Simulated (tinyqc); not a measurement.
Worked calculation: Born-Oppenheimer dynamics on the RHF/sto-3g surface (energies and gradients from PySCF), for BeH2, spin multiplicity 1. Computed by tinyqc, a small Python program that keeps every step (integrals from PySCF). Settings: charge = 0, multiplicity = 1, basis = sto-3g, time step (fs) = 1.0, steps = 24. Command: `OMP_NUM_THREADS=1 python tinyqc.py 30755 30756 out.jsonl` (the two numbers bound the seeds that draw the settings). One thread of a shared host (Intel(R) Xeon(R) Processor @ 2.60GHz), about 2 s of CPU time with the checks.

## Velocity Verlet step 1

positions (bohr), order 1Be, 2H, 3H:
$$\begin{pmatrix}
-0.085038 & 0.007559 & 0.094486 \\
-0.024566 & 2.543571 & 0.204090 \\
0.081258 & -2.649396 & 0.149288
\end{pmatrix}$$

velocities (bohr per atomic time unit), order 1Be, 2H, 3H:
$$\begin{pmatrix}
-0.000110215 & 0.000059494 & 0.000058580 \\
0.000212785 & -0.000346506 & -0.000112420 \\
0.000772785 & -0.000185506 & -0.000411420
\end{pmatrix}$$

gradient (hartree/bohr), order 1Be, 2H, 3H:
$$\begin{pmatrix}
-0.00730417 & 0.02172791 & -0.00483891 \\
0.00260987 & 0.02117247 & 0.00246993 \\
0.00469431 & -0.04290038 & 0.00236898
\end{pmatrix}$$

masses (electron masses): 1Be 16428.202802, 2H 1837.152588, 3H 1837.152588

gradient after step 1 (hartree/bohr), order 1Be, 2H, 3H:
$$\begin{pmatrix}
-0.00861961 & 0.02543013 & -0.00373333 \\
0.00303730 & 0.01604171 & 0.00195673 \\
0.00558230 & -0.04147184 & 0.00177660
\end{pmatrix}$$

dt = 1 fs = 41.3414 atomic units; x' = x + v dt - g dt^2 / (2m); after the new gradient g', v' = v - (g + g') dt / (2m).

positions after step 1 (bohr), order 1Be, 2H, 3H:
$$\begin{pmatrix}
-0.089214 & 0.008888 & 0.097160 \\
-0.016984 & 2.519398 & 0.198294 \\
0.111023 & -2.637110 & 0.131178
\end{pmatrix}$$

velocities after step 1 (bohr per atomic time unit), order 1Be, 2H, 3H:
$$\begin{pmatrix}
-0.000090179 & 0.000000158 & 0.000069366 \\
0.000149246 & -0.000765220 & -0.000162226 \\
0.000657158 & 0.000763807 & -0.000458063
\end{pmatrix}$$

## Velocity Verlet step 2

gradient after step 2 (hartree/bohr), order 1Be, 2H, 3H:
$$\begin{pmatrix}
-0.00910939 & 0.02520100 & -0.00245028 \\
0.00329519 & 0.00801448 & 0.00132412 \\
0.00581420 & -0.03321548 & 0.00112616
\end{pmatrix}$$

As before.

positions after step 2 (bohr), order 1Be, 2H, 3H:
$$\begin{pmatrix}
-0.092494 & 0.007572 & 0.100222 \\
-0.012226 & 2.480301 & 0.190677 \\
0.135594 & -2.586242 & 0.111414
\end{pmatrix}$$

velocities after step 2 (bohr per atomic time unit), order 1Be, 2H, 3H:
$$\begin{pmatrix}
-0.000067872 & -0.000063548 & 0.000077147 \\
0.000077996 & -0.001035888 & -0.000199141 \\
0.000528930 & 0.001604150 & -0.000490724
\end{pmatrix}$$

## Energy conservation

The total energy should stay constant up to terms of order dt^2; the step counts as short enough if it moves by less than 2 % of the largest kinetic energy.

Trajectory:
```
time (fs)  1Be-2H (angstrom)  potential (hartree)  kinetic (hartree)  total (hartree)
0.000000            1.343634         -15.55470712         0.00105620     -15.55365093
1.000000            1.330131         -15.55549846         0.00181417     -15.55368429
2.000000            1.310076         -15.55777236         0.00398956     -15.55378279
3.000000            1.287401         -15.56000305         0.00609755     -15.55390550
4.000000            1.266594         -15.56038014         0.00641245     -15.55396769
5.000000            1.251701         -15.55816846         0.00430113     -15.55386733
6.000000            1.245315         -15.55508869         0.00144057     -15.55364812
7.000000            1.248074         -15.55437359         0.00078629     -15.55358730
8.000000            1.258921         -15.55687287         0.00309007     -15.55378279
9.000000            1.275642         -15.55977852         0.00581899     -15.55395953
10.000000           1.295239         -15.56032798         0.00638012     -15.55394786
11.000000           1.314308         -15.55843868         0.00461458     -15.55382410
12.000000           1.329572         -15.55586037         0.00215743     -15.55370294
13.000000           1.338429         -15.55444515         0.00080090     -15.55364425
14.000000           1.339343         -15.55511707         0.00145036     -15.55366672
15.000000           1.332047         -15.55751994         0.00375490     -15.55376505
16.000000           1.317570         -15.56012761         0.00622749     -15.55390012
17.000000           1.298122         -15.56094869         0.00697296     -15.55397572
18.000000           1.276876         -15.55905353         0.00517478     -15.55387875
19.000000           1.257655         -15.55608813         0.00242277     -15.55366536
20.000000           1.244535         -15.55518608         0.00157787     -15.55360821
21.000000           1.241123         -15.55717793         0.00340331     -15.55377463
22.000000           1.249296         -15.55966799         0.00574316     -15.55392483
23.000000           1.268062         -15.56027869         0.00635017     -15.55392853
24.000000           1.293547         -15.55874087         0.00490392     -15.55383695
```

The total energy moves within 3.9e-04 hartree; that is over 2 % of the largest kinetic energy, so the time step is too long.
